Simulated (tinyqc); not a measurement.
# Quantum point contact as a saddle point, step by step

Numbers from tinyqc (`OMP_NUM_THREADS=1 python tinyqc.py 2740101 2740102 out.jsonl`; about 0.04 s on one thread of a shared Intel Xeon 2.30GHz). Printed values are rounded.

Potential V0 - m wx^2 x^2/2 + m wy^2 y^2/2; energies are counted from V0. Mode n = 0, 1, ... transmits T_n(E) = 1/(1 + exp(-2 pi (E - E_n)/wx)), E_n = wy (n + 1/2); each mode carries 2 q^2/h.

Parameters, values chosen for the exercise:
```
symbol  value  unit                             meaning
T           1     K                         temperature
wy        5.6   meV          transverse quantum hbar wy
wx          2   meV    curvature of the barrier hbar wx
mu      12.29   meV  Fermi level above the saddle point
nE         13                 points of the energy grid
xm          6            half-range of the grid in kB T
```

Constants: q = 1.602176634e-19 C, kB = 1.380649e-23 J/K, h = 6.62607015e-34 J s, Vt = kB T/q. Results are converted to the units shown.

## Transmissions at the Fermi level

At zero temperature g = G/(2 q^2/h) = sum T_n(mu); Fano factor sum T_n (1 - T_n)/sum T_n. Modes beyond those listed are in the sums but add less than 1e-4 to g.

```
mode  E_n (meV)      T_n
0        2.8000  1.00000
1        8.4000  1.00000
2       14.0000  0.00462
3       19.6000  0.00000
```

g = 2.0046
G = 155.32 uS
Fano factor = 0.002298

## Thermal average on a coarse grid

g(T) = int g(E) (-df/dE) dE = int g(mu + x kB T) dx/(4 cosh^2(x/2)), g(E) the zero-temperature value at E, g = G/(2 q^2/h). Simpson's rule on nE equally spaced x from -xm to xm.

```
point         x  E (meV)     g(E)    weight
0      -6.00000  11.7730  2.00089  0.002467
1      -5.00000  11.8591  2.00118  0.006648
2      -4.00000  11.9453  2.00156  0.017663
3      -3.00000  12.0315  2.00205  0.045177
4      -2.00000  12.1177  2.00269  0.104994
5      -1.00000  12.2038  2.00352  0.196612
6       0.00000  12.2900  2.00462  0.250000
7       1.00000  12.3762  2.00605  0.196612
8       2.00000  12.4623  2.00792  0.104994
9       3.00000  12.5485  2.01035  0.045177
10      4.00000  12.6347  2.01353  0.017663
11      5.00000  12.7209  2.01766  0.006648
12      6.00000  12.8070  2.02303  0.002467
```

integral of the weight = 0.994350
g(T) = 1.99383
g(T) divided by the integral of the weight = 2.00516

A converged quadrature gives 2.0052; this grid is 0.57 % below that, and its weight integrates to 0.9944 in place of 1.
